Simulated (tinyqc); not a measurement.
Carrier lifetime of an n-type layer with SRH, radiative, Auger and surface recombination: effect of the capture cross-section for electrons at dn = 3e14 cm^-3.

Uniform excess density dn = dp (no trapping), n = n0 + dn, p = p0 + dn, Boltzmann statistics, full ionisation. Surfaces enter as a rate 2 S dn/d, which holds while diffusion to them is fast.

ni = sqrt(Nc Nv) exp(-Eg/(2 Vt)), Eg in volts; majority density N/2 + sqrt(N^2/4 + ni^2), n0 p0 = ni^2; n1 = Nc exp(-Et/Vt), p1 = Nv exp((Et - Eg)/Vt); tn0 = 1/(sn vth Nt), tp0 = 1/(sp vth Nt). With e = n p - ni^2 = dn (n0 + p0 + dn): U_SRH = e/(tp0 (n + n1) + tn0 (p + p1)), U_rad = B e, U_Aug = (Cn n + Cp p) e, U_s = 2 S dn/d. Each tau is dn over its rate; tau = dn/U with U the sum. Here dn = 3e14 cm^-3.

Inputs (values chosen for the exercise); band and dielectric values close to those of silicon: temperature T = 300 K; band gap Eg = 1.1 eV; conduction-band density of states at T Nc = 2.85e19 cm^-3; valence-band density of states at T Nv = 2.62e19 cm^-3; radiative coefficient B = 4.73e-15 cm^3/s; donor density N = 1.3e15 cm^-3; Auger coefficient (two electrons) Cn = 4.5e-31 cm^6/s; Auger coefficient (two holes) Cp = 1.8e-31 cm^6/s; trap density Nt = 2.5e10 cm^-3; capture cross-section for holes sp = 3e-17 cm^2; thermal velocity (both carriers) vth = 2.1e7 cm/s; trap level below the conduction band Et = 0.76 eV; surface recombination velocity (both faces) S = 1000 cm/s; sample thickness d = 300 um.

Constants: q = 1.602176634e-19 C, kB = 1.380649e-23 J/K, Vt = kB T/q. Results are converted to the units shown.

The same in every row: tau_rad (s) = 0.1321; tau_Aug (s) = 0.8075; tau_s (s) = 1.500e-5.

Result of one run:
```
tau_SRH (s),tau (s),radiative share (%),largest path
13.99,1.500e-5,0.01135,surface
```

Which capture cross-section for electrons sn gave this result: 3e-20, 3e-19, 3e-18 or 3e-14 cm^2?

sn = 3e-20 cm^2.

The whole series:
```
sn (cm^2),tau_SRH (s),tau (s),radiative share (%),largest path
3e-20,13.99,1.500e-5,0.01135,surface
3e-19,1.456,1.500e-5,0.01135,surface
3e-18,0.2027,1.500e-5,0.01135,surface
3e-17,0.07742,1.500e-5,0.01135,surface
3e-16,0.06488,1.499e-5,0.01135,surface
3e-15,0.06363,1.499e-5,0.01135,surface
3e-14,0.06351,1.499e-5,0.01135,surface
```

Surface recombination leads at sn = 3e-20 and in all other rows. tau_SRH falls from 14.0 to 0.0635 s and the total lifetime stays near 1.50e-5 s.

Range of the model: S d exceeds 2.5 cm^2/s, comparable with a diffusion coefficient, so 2 S/d overstates the surface loss.

Computed by the program tinyqc: `OMP_NUM_THREADS=1 python tinyqc.py 2300054 2300055 out.jsonl`, one thread of a shared Intel Xeon 2.30GHz, about 0.01 s for the whole run.
